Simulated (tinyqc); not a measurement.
Worked calculation: interface roughness in a thin film (subband fluctuation and scattering). Values are carried at full precision from step to step, so a last printed digit may differ when a step is redone from the rounded ones.

Square well of width t, barriers V0, c = hbar^2/2m0: E1 solves k t + 2 atan[(k/mz)/(kappa/mb)] = pi, k = sqrt(mz E/c), kappa = sqrt(mb (V0 - E)/c). One interface is rough, so the subband edge fluctuates by G dt with G = |dE1/dt| (central difference of 0.01 angstrom; 2 E1/t for hard walls).

Constants: hbar^2/2m0 = 3.80998211 eV angstrom^2; e^2/(4 pi eps0) = 14.39964547 eV angstrom; hbar = 6.58211957e-16 eV s.

Inputs chosen for the exercise (near those of a thin Si channel on (100), two-fold valleys; not measured data): t = 28 angstrom (film thickness); mz = 0.895 m0 (confinement mass); V0 = 3.12 eV (barrier); mb = 0.53 m0 (barrier mass); D = 3.4 angstrom (rms height of the roughness); md = 0.195 m0 (mass in the plane); gv = 2 (valleys); Lc = 12 angstrom (correlation length); Ns = 1.9 x 1e12/cm^2 (sheet density); eps = 7.8 (mean dielectric constant at the channel); Lg = 150 angstrom (gate length); Wg = 250 angstrom (gate width).

## Sensitivity of the level to thickness

Give E1, G, the hard-wall values and the rms fluctuation G D.

E1 = 47.29 meV
G = |dE1/dt| = 3.1716 meV/angstrom

hard walls: E1 (meV) and G (meV/angstrom): 53.590  3.828

G D = 10.78 meV

Hard walls overstate G by a factor 1.21, and the scattering rate, which goes as G^2, by 1.46.

## The angular integrand

Gaussian roughness spectrum S(q) = pi D^2 Lc^2 exp(-q^2 Lc^2/4). Degenerate gas, taken to fill one subband (the second starts to fill once c kF^2/md exceeds E2 - E1, which is not tested here): kF = sqrt(2 pi Ns/gv), q = 2 kF sin(theta/2), 1/tau = (md/(2 pi c hbar)) G^2 times the integral from 0 to pi of S(q)(1 - cos theta)/eps(q)^2 dtheta, eps(q) = 1 + qs/q with screening (qs = gv md q0/(c eps), q0 = e^2/(4 pi eps0), form factors left out, which overstates the screening; other scattering is left out too, so these values lie far above measured mobilities in all but the thinnest films) or 1 without; mobility = tau c2/md with c2 = e/m0 = 1.75882e15 cm^2/(V s^2); 1e12/cm^2 = 1e-4/angstrom^2.

kF, qs, and exp(-q^2 Lc^2/4)(1 - cos theta) without and with the factor 1/eps^2 at theta = 30, 60, ..., 180 degrees.

kF = 0.02443 1/angstrom
qs = 0.1890 1/angstrom

Integrand:

| theta | q (1/angstrom) | bare | eps(q) | screened |
|---|---|---|---|---|
| 30 | 0.0126 | 0.133 | 15.94 | 0.000524 |
| 60 | 0.0244 | 0.489 | 8.73 | 0.00641 |
| 90 | 0.0346 | 0.958 | 6.47 | 0.0229 |
| 120 | 0.0423 | 1.41 | 5.47 | 0.0471 |
| 150 | 0.0472 | 1.72 | 5.00 | 0.0688 |
| 180 | 0.0489 | 1.84 | 4.87 | 0.0775 |

kF Lc = 0.29: the roughness is short-ranged for these electrons, and back-scattering dominates.

## Scattering time and mobility

Integrate over theta.

Results:

| case | integral | tau (fs) | mobility (cm^2/(V s)) |
|---|---|---|---|
| bare | 2.946 | 521.4 | 4703 |
| screened | 0.09656 | 1.591e+04 | 1.435e+05 |

Screening raises the mobility by a factor 30.5. With it kF l = 564, so by this rate the carriers are far from localisation. G D = 10.8 meV is more than half of EF - E1 = 11.7 meV, though, which makes the Born rate doubtful.

## Threshold variation

Averaged over an area A = Lg Wg much larger than Lc^2, the thickness varies by D sqrt(pi Lc^2/A), so sigma(Vt) = G D Lc sqrt(pi/A)/e; the Pelgrom coefficient is sigma sqrt(A) (1 micrometre = 1e4 angstrom).

rms of the mean thickness = 0.373 angstrom
sigma(Vt) = 1.184 mV
coefficient = 0.0229 mV micrometre

The electrostatic effect of the thickness is left out.

## Checks

- G from the envelope at the wall, psi(t/2)^2 (E1 + c mz (kappa/mb)^2), against the difference quotient, meV/angstrom: both 3.172.
- Bare integral for Lc -> 0 against pi: both 3.1416.

tinyqc: `OMP_NUM_THREADS=1 python tinyqc.py 1250768 1250769 out.jsonl`; about 0.01 s, one thread, shared Intel(R) Xeon(R) Processor @ 2.30GHz.
